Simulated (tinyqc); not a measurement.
From results back to parameters: two-level Kane dispersion of a narrow-gap semiconductor. Two cases, with inputs chosen for the exercise.

Problem. In the two-level Kane model E = Eg/2 + sqrt(Eg^2/4 + (2/3) Ep c k^2), c = hbar^2/2m0, and the momentum mass is m(k) = (3/(2 Ep)) sqrt(Eg^2 + (8/3) Ep c k^2). It is given at the Fermi wave vectors kF = (3 pi^2 n)^(1/3) of two densities (1 cm^-3 = 1e-24 angstrom^-3).

Constants: hbar^2/2m0 = 3.80998211 eV angstrom^2.

Case 1.

Values chosen (out of a larger set: a gap close to zero; not measured data): n12 = (3.5e+15, 4.1e+17) cm^-3 (two densities).

masses at the two densities (m0): 0.00572377  0.02552447

Case 2.

Values chosen (out of a larger set: near those of InAs; not measured data): n12 = (2e+15, 6.3e+17) cm^-3 (two densities).

masses at the two densities (m0): 0.02893931  0.03916068

Find: kF^2; Ep; edge mass; |Eg|.

Solution. m^2 = m0*^2 + (6 c/Ep) kF^2 is a straight line in kF^2: the slope gives Ep, the intercept the edge mass, and |Eg| = (2/3) Ep m0*. The sign of Eg does not enter. The two-level form takes Dso as infinite, which overstates the mass where Dso is not large against Eg.

Case 1.

kF^2 (1/angstrom^2): 2.2063e-05  0.00052821

Ep = 18.7 eV
edge mass = 0.00241 m0
|Eg| = 0.030 eV

Case 2.

kF^2 (1/angstrom^2): 1.5193e-05  0.00070335

Ep = 22.6 eV
edge mass = 0.02867 m0
|Eg| = 0.432 eV

Computed by tinyqc, one run a case: `OMP_NUM_THREADS=1 python tinyqc.py N N+1 out.jsonl` with N = 1081317, 1081331; one thread of a shared Intel(R) Xeon(R) Processor @ 2.30GHz, about 0.01 s a run at most.
